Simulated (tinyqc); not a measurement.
Raising U: Hubbard ring of 6 sites, mean field against exact. Computed by the program tinyqc. Collinear unrestricted mean field (the lowest of 40 random starts) against exact diagonalisation.

one-body matrix (hopping and site energies) (eV):
```
         1        2        3        4        5        6
1   0.0000  -0.9300   0.0000   0.0000   0.0000  -0.9300
2  -0.9300   0.0000  -0.9300   0.0000   0.0000   0.0000
3   0.0000  -0.9300   0.0000  -0.9300   0.0000   0.0000
4   0.0000   0.0000  -0.9300   0.0000  -0.9300   0.0000
5   0.0000   0.0000   0.0000  -0.9300   0.0000  -0.9300
6  -0.9300   0.0000   0.0000   0.0000  -0.9300   0.0000
```

electrons, up and down: 3  2

Exact and mean-field results (eV):
```
U          U/t   E exact  E mean field  mean |n_up - n_down|  double occupancy, exact  first gap in the sector
0.470    0.505  -6.06223      -6.04223                 0.181                    0.151                    0.000
0.930    1.000  -5.66660      -5.58905                 0.198                    0.136                    0.000
1.860    2.000  -4.98956      -4.69266                 0.254                    0.107                    0.000
2.790    3.000  -4.45963      -3.85319                 0.368                    0.083                    0.000
3.720    4.000  -4.05010      -3.22134                 0.607                    0.064                    0.000
5.580    6.000  -3.48641      -2.58772                 0.741                    0.039                    0.000
7.440    8.000  -3.13323      -2.26823                 0.783                    0.025                    0.000
11.160  12.000  -2.73131      -1.94946                 0.812                    0.013                    0.000
18.600  20.000  -2.37946      -1.69532                 0.826                 4.88e-03                    0.000
```

What does the comparison show, and why?

In absolute terms mean field is worst at U/t = 6.0, 0.899 eV too high: at small U it is nearly exact, and at large U it still misses the motion of the hole through a fluctuating spin background. Relative to the exact energy its error is 0.3 % at the smallest U, 29 % at most and 29 % at the largest. The double occupancy falls from 0.151 to 0.005.
